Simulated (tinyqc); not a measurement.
Worked calculation: Deal-Grove kinetics of thermal oxidation of silicon. Computed by tinyqc, a small Python program that keeps every step. Command: `OMP_NUM_THREADS=1 python tinyqc.py 3031696 3031697 out.jsonl oxide walk`. One thread of a shared host (Intel(R) Xeon(R) Processor @ 2.30GHz), about 0.02 s of CPU time with the checks. Intermediate numbers are printed to about 6 digits and carried at full precision; extremes and crossings named in words are read from the listed rows.

Oxidant diffuses through the oxide and reacts at the interface, so that dx/dt = B/(A + 2x) for the oxide thickness x.

Inputs (values chosen for the exercise, close to those used for silicon): prefactor B0 = 365 um^2/h; activation energy E_B = 0.769 eV; prefactor (B/A)0 = 1.08e+08 um/h; activation energy E_A = 2.06 eV; temperature T = 1200 C; oxidant pressure p = 1 atm; pressure exponent m of B/A = 1; initial oxide x_i = 0.05 um; time t = 1.9 h; field oxide beside the window x_f = 0.27 um.

Ambient: steam. Surface: (100). Extension: masking step.

Constants: k_B = 8.617333262e-05 eV/K.

## Rate constants

B = B0 p exp(-E_B/(k_B T)), B/A = (B/A)0 p^m exp(-E_A/(k_B T)), p in atm; A = B/(B/A). Temperatures in kelvin are T(C) + 273.15.

parabolic constant B = 0.854034 um^2/h

linear constant B/A = 9.68231 um/h

length A = 0.0882055 um

Reaction at the interface limits growth while x is well below A/2 = 0.0441 um, diffusion once x is well above it.

## Thickness after the oxidation

tau = (x_i^2 + A x_i)/B and x = (A/2) [sqrt(1 + 4 B (t + tau)/A^2) - 1], the root of x^2 + A x = B (t + tau). Silicon consumed is 0.44 times the oxide grown; the rate is B/(A + 2x).

tau = 0.00809134 h

oxide thickness x = 1.23321 um

silicon consumed = 0.520611 um

final growth rate = 0.334310 um/h

2x/A = 28.0: diffusion through the oxide limits the rate.

## Full law against its linear and parabolic limits

Linear limit x = (B/A)(t + tau); parabolic limit x = sqrt(B (t + tau)).

Thickness (um):
```
t (h)     full  linear limit  parabolic limit     2x/A
0.05   0.18296   5.62459e-01          0.22274    4.148
0.1    0.26291   1.04657e+00          0.30383    5.961
0.25   0.42745   2.49892e+00          0.46949    9.692
0.5    0.61610   4.91950e+00          0.65873   13.970
1      0.88482   9.76066e+00          0.92787   20.063
2      1.26621   1.94430e+01          1.30957   28.710
4      1.80657   3.88076e+01          1.85015   40.963
8      2.57145   7.75368e+01          2.61518   58.306
16     3.65365   1.54995e+02          3.69749   82.844
32     5.18447   3.09912e+02          5.22838  117.554
```

Both limits lie above the full result, since each drops one resistance. The linear law overshoots by 210 % in the first row and 5900 % in the last, the parabolic law by 22 % and 0.85 %. The parabolic law is the better one in every row, as 2x/A stays above 1.24.

## A window beside field oxide

The same oxidation acts on the field oxide, with x_f in place of x_i. Each region consumes 0.44 times the oxide it grows; the step in the silicon surface is the difference, and the step in the oxide surface is (x_f(new) - 0.44 growth) against the same for the window, counted from the silicon surface before this oxidation.

field oxide afterwards = 1.26789 um

step in the silicon = 0.0815394 um

step in the oxide surface = 0.116223 um

The field oxide grows by 0.998 um and the window by 1.18 um: the thicker film slows the oxidant.

Checks made by the program: closed form against Runge-Kutta integration of dx/dt (relative difference below 1e-10).
